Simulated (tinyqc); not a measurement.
# Circuit elements from the admittance matrix

Question. Y belongs to a common-source circuit with y11 = i w (Cgs + Cgd), y12 = -i w Cgd, y21 = gm - i w Cgd, y22 = gds + i w (Cgd + Cd) and a resistance Rg in series with the gate; w = 2 pi f. Find Rg, Cgs + Cgd, Cgd, gm, gds and Cd.

Inputs (values chosen for the exercise):
- f = 2 GHz (signal frequency)

Y with Rg (mS):
```
                          1                          2
1  0.000662287+0.508621268i  -0.000189810-0.145769652i
2  6.583347603-0.154342218i   0.204147604+0.449819600i
```

Solution. 1/Y11 = Rg + 1/(i w (Cgs + Cgd)) gives Rg; removing it from Z11 returns the inner y, whose parts are read off.

Rg = 2.560 ohm
Cgs + Cgd = 40.47 fF
Cgd = 11.60 fF
gm = 6.584 mS
gds = 0.2041 mS
Cd = 24.00 fF

Computed by the program tinyqc: `OMP_NUM_THREADS=1 python tinyqc.py 2150015 2150016 out.jsonl`, one thread of a shared Intel Xeon 2.30GHz, about 0.01 s for the whole run.
